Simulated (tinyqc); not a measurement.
Finite-size error of a charged defect in a periodic cell: Madelung and Makov-Payne terms. Changing the width sigma of the defect charge. Computed by tinyqc, a small Python program. Command: `OMP_NUM_THREADS=1 python tinyqc.py 3006135 3006136 out.jsonl imagecharge sweep`. One thread of a shared host (Intel(R) Xeon(R) Processor @ 2.30GHz), about 0.1 s of CPU time with the checks.

L is the cube root of the cell volume. The defect charge is a Gaussian, rho(r) = q (2 pi sigma^2)^(-3/2) exp(-r^2/2 sigma^2), repeated periodically in a uniform neutralising background and screened by a continuum. The model cell energy is E(L) = E_0 + [periodic - isolated electrostatic energy].

Inputs (values chosen for the exercise, with screening close to that of 4H-SiC): charge q = 1 e; cell length L = 16.4 angstrom; dielectric constant eps = 9.56; axis ratio c/a = 1.73; formation energy of the isolated defect E_0 = 2.534 eV.

Supercell lattice: tetragonal. Screening: isotropic.

Constants: e^2/(4 pi eps_0) = 14.39964548 eV angstrom.

Method:
- Cell vectors: (1,0,0), (0,1,0), (0,0,c/a), scaled to volume L^3.
- Ewald sum for a unit point charge: scale each Cartesian component of the cell by 1/sqrt(eps_i), giving R', G' and V'; E = [ (1/2) sum erfc(eta R')/R' + (2 pi/V') sum exp(-G'^2/4 eta^2)/G'^2 - eta/sqrt(pi) - pi/(2 V' eta^2) ] e^2/(4 pi eps_0) / sqrt(eps_x eps_y eps_z), over n_i = -6..6, omitting n = (0,0,0), eta = 2/V'^(1/3). alpha = -2 E eps_g L/(e^2/(4 pi eps_0)), eps_g = (eps_x eps_y eps_z)^(1/3).
- Periodic energy of the Gaussian: (2 pi q^2/V) sum_(G != 0) exp(-sigma^2 G^2)/(G.eps.G) x e^2/(4 pi eps_0), n_i = -k..k with k = max(9, L/sigma rounded up). Isolated energy: q^2/(2 sqrt(pi) sigma) <1/(n.eps.n)> e^2/(4 pi eps_0), the mean over directions n, here 1/eps.

One run for each value; columns: (1) width sigma of the defect charge (angstrom); (2) finite-size error (eV); (3) isolated energy (eV); (4) point-charge correction -q^2 E (eV):
```
(1)        (2)      (3)      (4)
0.70  -0.11408  0.60700  0.11513
0.88  -0.11347  0.48284  0.11513
1.10  -0.11254  0.38627  0.11513
1.40  -0.11093  0.30350  0.11513
1.80  -0.10818  0.23606  0.11513
2.20  -0.10475  0.19314  0.11513
2.80  -0.09843  0.15175  0.11513
3.50  -0.09014  0.12140  0.11513
```

Over the rows, finite-size error (eV) rises from -0.114 to -0.0901 (exponent d ln y / d ln x -0.023 between the first rows and -0.39 between the last); isolated energy (eV) falls from 0.607 to 0.121 (exponent d ln y / d ln x about -1.0 throughout); point-charge correction -q^2 E (eV) does not change. The exponent of isolated energy stays at -1: the self-energy goes as 1/sigma. The true error shrinks from 99 % to 78 % of the point-charge term as the charge spreads: a delocalised charge needs less correction.

Caution (rows 2.80, 3.50): the nearest image is closer than five widths, so the tails of the charge clouds overlap and the expansion in 1/L is no longer exact.
